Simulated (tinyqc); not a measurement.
Tunnelling through a gate dielectric, WKB transmission and Tsu-Esaki current: two steps of the calculation.

Electrons leave the emitter at x = 0. Energies E (motion across the layers) are in eV from the emitter Fermi level; the collector Fermi level lies at -V and offers states at every E. No charge in the dielectric and no image force: F1 = V/t1, U = phi1 - F1 x. With C = hbar^2/(2 m0), kappa = sqrt(m (U - E)/C) where U > E and 0 elsewhere; T(E) = exp(-S), S = 2 times the integral of kappa over x.

Parameters, values chosen for the exercise; dielectric values close to those of silicon dioxide: temperature T = 300 K; Fermi energy of the emitter above its band bottom Ef = 0.09 eV; emitter mass in the supply function me = 1 m0; barrier of layer 1 above the emitter Fermi level at zero bias phi1 = 3.21 eV; tunnelling mass of layer 1 m1 = 0.5 m0; thickness of layer 1 t1 = 3 nm; voltage across the dielectric V = 0.7 V; energy of the electron followed E = 0.15 eV; cells in each layer nc = 9; lower end of the energy grid Ea = -0.09 eV; upper end of the energy grid Eb = 0.28 eV; points of the energy grid nE = 11.

Constants: q = 1.602176634e-19 C, kB = 1.380649e-23 J/K, hbar = 1.054571817e-34 J s, m0 = 9.1093837015e-31 kg, Vt = kB T/q, hbar^2/(2 m0) = 0.0380998212 eV nm^2. Results are converted to the units shown.

Question 1. WKB exponent by the midpoint rule. Cut each layer into nc equal cells, take U and kappa at the cell centres, and sum S = 2 sum kappa h.

Wanted: x; U; kappa; S; T(E).

Answer 1.

```
cell,x (nm),U (eV),kappa (1/nm)
0,0.1667,3.1711,6.2966
1,0.5000,3.0933,6.2150
2,0.8333,3.0156,6.1324
3,1.1667,2.9378,6.0486
4,1.5000,2.8600,5.9636
5,1.8333,2.7822,5.8774
6,2.1667,2.7044,5.7899
7,2.5000,2.6267,5.7011
8,2.8333,2.5489,5.6108
```

S = 35.757
T(E) = 2.9577e-16

Question 2. Current density on a coarse energy grid. Each layer adds (2/F) sqrt(m/C) [G(u at its left edge) - G(u at its right edge)] to S, with u = U - E (0 where negative) and G(u) = (2/3) u^1.5. The slope follows from 1/d = -dS/dE.

J = J0 times the integral of T(E) N(E) dE, N = ln[(1 + exp(-E/Vt))/(1 + exp((-E - V)/Vt))], J0 = q^2 me m0 kB T/(2 pi^2 hbar^3) (times 1e-4 for A/cm^2 per eV), by Simpson's rule on nE equally spaced points from Ea to Eb.

Find: E; T(E); N; T(E) N; J0; J.

Answer 2.

```
point,E (eV),T(E),N,T(E) N
0,-0.09000,6.2558e-17,3.5117,2.1968e-16
1,-0.05300,7.9152e-17,2.1712,1.7186e-16
2,-0.01600,1.0030e-16,1.0497,1.0529e-16
3,0.02100,1.2729e-16,0.36730,4.6754e-17
4,0.05800,1.6180e-16,0.10082,1.6314e-17
5,0.09500,2.0600e-16,0.025039,5.1582e-18
6,0.13200,2.6270e-16,0.0060421,1.5873e-18
7,0.16900,3.3557e-16,0.0014475,4.8573e-19
8,0.20600,4.2938e-16,3.4616e-4,1.4863e-19
9,0.24300,5.5036e-16,8.2749e-5,4.5542e-20
10,0.28000,7.0670e-16,1.9779e-5,1.3978e-20
```

J0 = 4.1837e8 A/(cm^2 eV)
J = 7.0358e-9 A/cm^2

The integrand peaks at E = -0.0900 eV among these points.

Program tinyqc, `OMP_NUM_THREADS=1 python tinyqc.py 2540075 2540076 out.jsonl`; Intel Xeon 2.30GHz, shared host, one thread, about 0.02 s.
